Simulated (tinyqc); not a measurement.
What sets the screening length: static screening by free carriers.

kF = (3 pi^2 n/Mv)^(1/3), EF = c kF^2/m with c = hbar^2/2m0, n in 1/angstrom^3 (1e-24 per 1/cm^3), e2 = e^2/(4 pi eps0). Thomas-Fermi: qTF^2 = 6 pi e2 n/(eps EF). Debye: qD^2 = 4 pi e2 n/(eps kB T).

F_j(eta) = (1/Gamma(j + 1)) integral_0^infinity x^j dx/(1 + exp(x - eta)), which tends to exp(eta) for eta << 0.

At finite T: qs^2 = qD^2 F_-1/2(eta)/F_1/2(eta), where n = Mv N F_1/2(eta) and N = 2 (m kB T/(4 pi c))^(3/2) with c = hbar^2/2m0, in 1/angstrom^3; times 1e24 for 1/cm^3.

Constants: hbar^2/2m0 = 3.80998211 eV angstrom^2; e^2/(4 pi eps0) = 14.39964547 eV angstrom; kB = 8.617333262e-05 eV/K.

Parameters, chosen for this exercise (near those of GaN; shifted at random, so the results belong to these values and not to a real crystal):
- n = 1.4e+19 1/cm^3 (carrier density)
- m = 0.199 m0 (mass of one isotropic valley)
- Mv = 1 (valleys)
- eps = 9.59 (background dielectric constant)
- T = 300 K

All results formed anew.

One parameter was then changed.

Results before and after:

| case | Debye (angstrom) | Thomas-Fermi (angstrom) | finite T (angstrom) |
|---|---|---|---|
| base | 9.893 | 16.39 | 16.90 |
| changed | 10.84 | 16.39 | 17.15 |

Which of these changes was made? (a) Mv = 2; (b) n = 2.8e+19 1/cm^3; (c) m = 0.2587 m0; (d) T = 360 K; (e) eps = 11.508.

Answer: (d) T = 360 K. Of the candidates, run in turn, only this one gives the changed row.

All candidates:

| case | Debye (angstrom) | Thomas-Fermi (angstrom) | finite T (angstrom) |
|---|---|---|---|
| base | 9.893 | 16.39 | 16.90 |
| n = 2.8e+19 1/cm^3 | 6.995 | 14.60 | 14.76 |
| m = 0.2587 m0 | 9.893 | 14.37 | 15.16 |
| eps = 11.508 | 10.84 | 17.95 | 18.51 |
| T = 360 K | 10.84 | 16.39 | 17.15 |
| Mv = 2 | 9.893 | 13.01 | 14.08 |

(tinyqc, `OMP_NUM_THREADS=1 python tinyqc.py 1681087 1681088 out.jsonl`, Intel(R) Xeon(R) Processor @ 2.30GHz, 1 thread, shared host, about 0.01 s.)
